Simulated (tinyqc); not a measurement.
From results back to parameters: eight-band Kane k.p model. Two cases, with inputs chosen for the exercise.

Problem. In the Kane model 1/m = A_r + Ep (Eg + 2 Dso/3)/(Eg (Eg + Dso)) and the Roth formula gives g* = 2 - 2 Ep Dso/(3 Eg (Eg + Dso)). The mass and the g factor below were computed from hidden Ep and Dso.

Case 1.

Values chosen (out of a larger set: near those of GaSb; not measured data): Eg = 0.83 eV (gap at Gamma to the s-like level); A_r = 1 (remote-band term in 1/m).

m = 0.0345060 m0
g* = -8.78614

Case 2.

Values chosen (out of a larger set: near those of GaSb; not measured data): Eg = 0.804 eV (gap at Gamma to the s-like level); A_r = 0.8 (remote-band term in 1/m).

m = 0.0361875 m0
g* = -8.01388

Find: X; Y; Ep; Dso.

Solution. Let X = 1/m - A_r and Y = (2 - g*)/2. Then X + Y = Ep/Eg and X - 2 Y = Ep/(Eg + Dso).

Case 1.

X = 27.980
Y = 5.393
Ep = 27.70 eV
Dso = 0.781 eV

Case 2.

X = 26.834
Y = 5.007
Ep = 25.60 eV
Dso = 0.718 eV

Computed by tinyqc, one run a case: `OMP_NUM_THREADS=1 python tinyqc.py N N+1 out.jsonl` with N = 1050046, 1050071; one thread of a shared Intel(R) Xeon(R) Processor @ 2.30GHz, about 0.05 s a run at most.
